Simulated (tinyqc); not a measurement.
From results back to parameters: Koster-Slater impurity in an sp3s* host.

Problem. In the Koster-Slater model a defect shifts the s level of its site by Vs and the p levels by Vp; an A1 level solves 1/Vs = G_s(E) and a T2 level 1/Vp = G_p(E), E from the top of the valence band. A defect has an A1 level at E = 1.9500 eV, one of the energies of the table, and a T2 level at 0.2786 eV.

G(E) of the host (1/eV):

| E (eV) | G_s | G_p |
|---|---|---|
| 0.0000 | -0.0034800 | 0.0922195 |
| 0.2786 | -0.0084184 | 0.0453640 |
| 0.5571 | -0.0134712 | 0.0181228 |
| 0.8357 | -0.0187727 | -0.0046327 |
| 1.1143 | -0.0244487 | -0.0265312 |
| 1.3928 | -0.0306505 | -0.0505152 |
| 1.6714 | -0.0375985 | -0.0815070 |
| 1.9500 | -0.0457052 | -0.1351348 |
| 2.2285 | -0.0569134 | -0.4749651 |

Find: Vs, Vp.

Solution. Read G_s and G_p at the two energies and invert them. Vs is attractive and pulls its level down from the conduction bands. Vp is repulsive and pushes its level up from the valence bands.

Vs, Vp (eV): -21.9  22.0

(tinyqc, `OMP_NUM_THREADS=1 python tinyqc.py 1481978 1481979 out.jsonl`, Intel(R) Xeon(R) Processor @ 2.30GHz, 1 thread, shared host, about 0.03 s.)
